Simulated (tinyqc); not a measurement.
# Inputs raised by 5 %, one at a time

Model: thermal, flicker and telegraph noise of a field-effect transistor. Computed by tinyqc, a small Python program. Command: `OMP_NUM_THREADS=1 python tinyqc.py 3009541 3009542 out.jsonl noise sens`. One thread of a shared host (Intel(R) Xeon(R) Processor @ 2.30GHz), about 0.01 s of CPU time with the checks.

Strong inversion, threshold roll-off and channel-length modulation left out; noise sources are uncorrelated and are given as one-sided spectral densities.

Inputs (values chosen for the exercise, modelled on a high-k silicon transistor):

| quantity | value | unit |
|---|---|---|
| width W | 36 | micrometre |
| length L | 890 | nm |
| electrical oxide thickness t | 5 | nm |
| mobility mu | 280 | cm^2/(V s) |
| saturation velocity v_s | 0.84 | 1e7 cm/s |
| overdrive V_ov | 0.65 | V |
| thermal noise factor gamma | 0.94 | - |
| oxide trap density N_t | 1.6e+16 | 1/(eV cm^3) |
| oxide barrier phi | 1.9 | eV |
| oxide mass m_ox | 0.27 | m_0 |
| Coulomb scattering coefficient alpha_sc | 3800 | V s/C |
| frequency f | 900 | Hz |
| temperature T | 300 | K |

Operating region: saturation. Flicker model: number with correlated mobility.

Constants: eps_0 = 8.8541878128e-12 F/m; hbar = 1.054571817e-34 J s; m_0 = 9.1093837015e-31 kg; e = 1.602176634e-19 C; k_B = 8.617333262e-05 eV/K; k_B = 1.380649e-23 J/K.

Method:
- C_ox = 3.9 eps_0/t; V_c = 2 v_s L/mu; I = W C_ox v_s V_ov^2/(V_ov + V_c); g_m = W C_ox v_s V_ov (V_ov + 2 V_c)/(V_ov + V_c)^2; g_d0 = mu C_ox (W/L) V_ov.
- Tunnelling length lambda = hbar/(2 sqrt(2 m_ox phi)); flat-band noise S_Vfb = e^2 k_B T lambda N_t/(W L C_ox^2 f). S_I = g_m^2 S_Vfb (1 + alpha_sc mu C_ox I/g_m)^2.
- Thermal: S_I = 4 k_B T gamma g_d0; input-referred S_V = S_I/g_m^2; corner f_c where flicker equals thermal.
- Total input noise from 1 Hz to f_c: sqrt(S_V,thermal [f_c ln(f_c/1 Hz) + f_c - 1 Hz]).

Runs:

| input moved | from | to | corner frequency f_c (Hz) | input-referred thermal noise (nV/sqrt(Hz)) | flicker S_I/I^2 (1/Hz) | input noise up to f_c (microvolt) |
|---|---|---|---|---|---|---|
| base run | - | - | 3.4467e+05 | 2.0758 | 1.3974e-14 | 4.5191 |
| width W (micrometre) | 36 | 37.8 | 3.4467e+05 | 2.0258 | 1.3309e-14 | 4.4102 |
| length L (nm) | 890 | 934.5 | 3.1712e+05 | 2.1109 | 1.3361e-14 | 4.3947 |
| electrical oxide thickness t (nm) | 5 | 5.25 | 3.5499e+05 | 2.1271 | 1.5112e-14 | 4.7046 |
| mobility mu (cm^2/(V s)) | 280 | 294 | 3.6380e+05 | 2.0420 | 1.4200e-14 | 4.5761 |
| oxide trap density N_t (1/(eV cm^3)) | 1.6e+16 | 1.68e+16 | 3.6191e+05 | 2.0758 | 1.4673e-14 | 4.6389 |
| temperature T (K) | 300 | 315 | 3.4467e+05 | 2.1271 | 1.4673e-14 | 4.6307 |
| oxide barrier phi (eV) | 1.9 | 1.995 | 3.3637e+05 | 2.0758 | 1.3638e-14 | 4.4604 |

Exponents ln(y'/y) / ln(x'/x):

| input | corner frequency f_c | input-referred thermal noise | flicker S_I/I^2 | input noise up to f_c |
|---|---|---|---|---|
| width W | 0.000 | -0.500 | -1.000 | -0.500 |
| length L | -1.708 | 0.344 | -0.920 | -0.572 |
| electrical oxide thickness t | 0.605 | 0.500 | 1.605 | 0.824 |
| mobility mu | 1.107 | -0.337 | 0.329 | 0.257 |
| oxide trap density N_t | 1.000 | 0.000 | 1.000 | 0.536 |
| temperature T | 0.000 | 0.500 | 1.000 | 0.500 |
| oxide barrier phi | -0.500 | 0.000 | -0.500 | -0.268 |

Which inputs matter most for each result?

Among the inputs moved here: corner frequency f_c answers most in size to length L (exponent -1.708), next to mobility mu (+1.107); its exponent is below 0.0005 for width W, temperature T. Its exponent 0.000 in width W: both noises scale as 1/W at the input. Input-referred thermal noise answers most in size to width W (exponent -0.500), and about equally to electrical oxide thickness t (+0.500), temperature T (+0.500); its exponent is below 0.0005 for oxide trap density N_t, oxide barrier phi. Its exponent -0.500 in width W: parallel devices average. Flicker S_I/I^2 answers most in size to electrical oxide thickness t (exponent +1.605), next to width W (-1.000). Its exponent +1.000 in oxide trap density N_t: independent traps. Input noise up to f_c answers most in size to electrical oxide thickness t (exponent +0.824), next to length L (-0.572).
